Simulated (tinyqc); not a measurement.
Changing the trap depth x from the interface: oxide trap near a transistor channel: two-state multiphonon kinetics, telegraph noise and bias instability. Computed by tinyqc, a small Python program. Command: `OMP_NUM_THREADS=1 python tinyqc.py 3000173 3000174 out.jsonl oxidetrap sweep`. One thread of a shared host (Intel(R) Xeon(R) Processor @ 2.30GHz), about 0.01 s of CPU time with the checks.

An n-channel device under positive gate bias. The trap is empty (state 1) or holds an electron (state 2); both states are parabolas of equal curvature, and the electron reservoir is taken at the Fermi level of the channel.

Inputs (values chosen for the exercise, with an insulator like HfO2 on silicon): insulator constant eps_ox = 21.1; insulator thickness t_ox = 4.9 nm; tunnel barrier phi_b = 1.47 eV; tunnelling mass m_ox = 0.2 m_0; trap level above E_F at zero field E_t = 0.49 eV; relaxation energy E_R = 2.8 eV; oxide field F = 2.4 MV/cm; attempt rate k_0 at the interface = 4e+12 1/s; temperature T = 300 K; channel width W = 240 nm; channel length L = 17 nm; frequency f = 60000 Hz.

Parts treated: one trap.

Constants: hbar^2/(2 m_0) = 3.80998212 eV angstrom^2; k_B = 8.617333262e-05 eV/K; e = 1.602176634e-19 C; eps_0 = 8.8541878128e-12 F/m.

Method:
- kappa = sqrt(2 m_ox phi_b)/hbar = sqrt(m_ox phi_b/(hbar^2/2m_0)); attenuation length lambda = 1/(2 kappa); factor exp(-x/lambda) for a rectangular barrier.
- E_21 = E_t - e F x is the energy of state 2 over state 1; barriers E_c = (E_R + E_21)^2/(4 E_R), E_e = E_c - E_21; tau_c = exp(E_c/k_B T)/(k_0 P), tau_e = exp(E_e/k_B T)/(k_0 P), P the tunnelling factor; occupation f_2 = tau_e/(tau_c + tau_e); 1/tau_0 = 1/tau_c + 1/tau_e.
- Charge-sheet step dV = e (t_ox - x)/(eps_ox eps_0 W L); Lorentzian spectrum S(f) = 4 dV^2 tau_0^2/((tau_c + tau_e)(1 + (2 pi f tau_0)^2)); corner 1/(2 pi tau_0); variance dV^2 f_2 (1 - f_2) = dV^2 tau_0/(tau_c + tau_e).

One run for each value; columns: (1) trap depth x from the interface (nm); (2) capture time tau_c (s); (3) emission time tau_e (s); (4) threshold step dV (mV); (5) tunnelling factor; (6) occupation f_2:
```
(1)     (2)         (3)      (4)         (5)         (6)
0.30   4512  4.2884e-04  0.96689  1.8886e-01  9.5041e-08
0.75   5189  3.2159e-02  0.87230  1.5502e-02  6.1976e-06
1.20   6468  2.6139e+00  0.77772  1.2723e-03  4.0399e-04
1.60   8417  1.3946e+02  0.69364  1.3787e-04  1.6298e-02
2.10  12796  2.1991e+04  0.58854  8.5716e-06  6.3217e-01
2.50  19217  1.3540e+06  0.50446  9.2881e-07  9.8601e-01
3.00  34941  2.5537e+08  0.39937  5.7745e-08  9.9986e-01
3.40  60557  1.8144e+10  0.31529  6.2572e-09  1.0000e+00
```

Over the rows, capture time tau_c (s) rises from 4510 to 60600 (exponent d ln y / d ln x 0.15 between the first rows and 4.4 between the last); emission time tau_e (s) rises from 4.29e-4 to 1.81e10 (exponent d ln y / d ln x 4.7 between the first rows and 34 between the last); threshold step dV (mV) falls from 0.967 to 0.315 (exponent d ln y / d ln x -0.11 between the first rows and -1.9 between the last).

Caution (rows 2.10, 2.50, 3.00, 3.40): the field lowers the tunnel barrier appreciably over the trap depth, so the rectangular barrier understates the rate.
